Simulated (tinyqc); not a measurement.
Inside a calculation. Model: undoped gate-all-around wire MOSFET, analytic charge model.

Program tinyqc, `OMP_NUM_THREADS=1 python tinyqc.py 2460147 2460148 out.jsonl`; Intel Xeon 2.30GHz, shared host, one thread, about 0.04 s. Printed values are rounded.

An undoped round wire of radius R under an insulator shell and a surrounding gate; long channel, electrons only, n = ni exp((psi - V)/Vt) with V the quasi-Fermi potential (0 at the source, Vd at the drain), constant mobility, no quantisation. The radial Poisson equation gives n(r) = n(0)/(1 - (1 - b) r^2/R^2)^2 with b = Q0/(Q + Q0). Q is the electron charge per area of the wire surface.

Values chosen for this exercise; material values those of a made-up semiconductor: temperature T = 350 K; band gap Eg = 1.11 eV; relative permittivity of the semiconductor eps_r = 9.6; conduction-band density of states at T Nc = 3.28e19 cm^-3; valence-band density of states at T Nv = 2.6e19 cm^-3; relative permittivity of the gate insulator eox = 7.31; insulator thickness tox = 4.4 nm; wire radius R = 5 nm; gate work function less that of the intrinsic body dphi = 0 V; gate voltage Vg = 0.81 V.

Constants: q = 1.602176634e-19 C, kB = 1.380649e-23 J/K, Vt = kB T/q, eps0 = 8.8541878128e-14 F/cm where lengths are in cm. Results are converted to the units shown.

Range of the model: In a wire this thin, quantum confinement raises the threshold; it is left out. The surface density at the source passes 0.3 Nc, where Boltzmann statistics fail.

## Constants of the wire

ni = sqrt(Nc Nv) exp(-Eg/(2 Vt)), Eg in volts; Cox = eps0 eox/(R ln(1 + tox/R)); Q0 = 4 eps0 eps_r Vt/R; V0 = dphi + Vt ln[8 eps0 eps_r Vt/(q ni R^2)].

ni = 2.976976e11 cm^-3
Cox = 2.050594 uF/cm^2
Q0 = 205.0930 nC/cm^2
V0 = 0.5024891 V

## Iteration 1: charge at the source by substitution

Q at the start = 0 nC/cm^2

With V = 0: u = Vg - V0 - Q/Cox, then Q(new) = (Q0/2)[sqrt(1 + 4 exp(u/Vt)) - 1], the root of Vt ln[(Q/Q0)(1 + Q/Q0)] = u.

u = 0.3075109 V
Q after iteration 1 = 33466.09 nC/cm^2

## Iteration 2: charge at the source by substitution

As before.

u = -16.01268 V
Q after iteration 2 = 0 nC/cm^2

## Course of the iteration: charge at the source by substitution

Stop when Q changes by less than 1e-8 nC/cm^2, or after 30 iterations.

Course of the iteration:
```
iteration  Q (nC/cm^2)  |change| (nC/cm^2)
1             33466.09              3.35e4
2                    0              3.35e4
3             33466.09              3.35e4
4                    0              3.35e4
5             33466.09              3.35e4
6                    0              3.35e4
7             33466.09              3.35e4
8                    0              3.35e4
9             33466.09              3.35e4
...                ...                 ...
22                   0              3.35e4
23            33466.09              3.35e4
24                   0              3.35e4
25            33466.09              3.35e4
26                   0              3.35e4
27            33466.09              3.35e4
28                   0              3.35e4
29            33466.09              3.35e4
30                   0              3.35e4
```

Not converged within 30 iterations. The value swings between 0 and 33470 for good. At the solution, 499.3 nC/cm^2, dQ(new)/dQ = -4.72: the semiconductor capacitance exceeds Cox, so substitution overshoots. A rerun with Newton steps on the same equation from Q = 21 nC/cm^2 converges in 6 iterations.
